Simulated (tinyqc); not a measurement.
UKS/exchange-only LDA in the sto-3g basis, for BeH, spin multiplicity 2, step by step. Computed by tinyqc, a small Python program that keeps every step (integrals from PySCF). Settings: charge = 0, multiplicity = 2, basis = sto-3g, energy threshold = 1e-08, iteration cap = 74, orthogonalisation = canonical, start = atomic densities, DIIS depth = 0, method = UKS, functional = Slater exchange alone, grid = [20, 14]. Command: `OMP_NUM_THREADS=1 python tinyqc.py 23480 23481 out.jsonl` (the two numbers bound the seeds that draw the settings). One thread of a shared host (Intel(R) Xeon(R) Processor @ 2.60GHz), about 1 s of CPU time with the checks.

Geometry (angstrom):
```
atom,x,y,z
Be,0.00000,0.00000,0.00000
H,0.00000,0.00000,1.59200
```

Stop when the energy changes by less than 1e-08 hartree and every element of the error matrix X^T (F D S - S D F) X (for each spin) is below 3e-05.

Course of the cycle:
```
iteration,E (hartree),change,largest element of the error matrix
1,-14.5104538,-,1.43e-01
2,-14.5023728,8.08e-03,3.01e-02
3,-14.5035861,-1.21e-03,3.27e-02
4,-14.5038035,-2.17e-04,3.13e-02
5,-14.5038999,-9.64e-05,3.15e-02
6,-14.5040868,-1.87e-04,2.99e-02
7,-14.5041750,-8.82e-05,3.01e-02
8,-14.5043410,-1.66e-04,2.85e-02
9,-14.5044215,-8.05e-05,2.87e-02
10,-14.5045693,-1.48e-04,2.72e-02
11,-14.5046429,-7.36e-05,2.73e-02
12,-14.5047750,-1.32e-04,2.60e-02
13,-14.5048424,-6.74e-05,2.61e-02
14,-14.5049605,-1.18e-04,2.48e-02
...,...,...,...
61,-14.5066302,-9.59e-06,9.16e-03
62,-14.5066418,-1.16e-05,8.89e-03
63,-14.5066506,-8.85e-06,8.78e-03
64,-14.5066612,-1.06e-05,8.52e-03
65,-14.5066694,-8.17e-06,8.42e-03
66,-14.5066791,-9.70e-06,8.18e-03
67,-14.5066866,-7.55e-06,8.08e-03
68,-14.5066955,-8.88e-06,7.84e-03
69,-14.5067025,-6.97e-06,7.74e-03
70,-14.5067106,-8.13e-06,7.52e-03
71,-14.5067170,-6.43e-06,7.43e-03
72,-14.5067245,-7.45e-06,7.22e-03
73,-14.5067304,-5.94e-06,7.12e-03
74,-14.5067372,-6.82e-06,6.93e-03
```

Can the last value be used, and what does the course show?

Not by the stop rule. Not converged within the cap of 74 iterations: the residual falls steadily but slowly, by a factor of about 0.98 a step. Reruns (cap 100 unless said): DIIS 8: converged in 7; damping 0.5: converged in 23; level shift 0.5: converged in 30; atomic densities as start, DIIS 8: converged in 7; the original settings with a cap of 400: converged in 338. PySCF UKS in the same basis, fine grid, after a stability check = -14.5125065 hartree, which differs from a converged run on this coarse grid by the grid error.
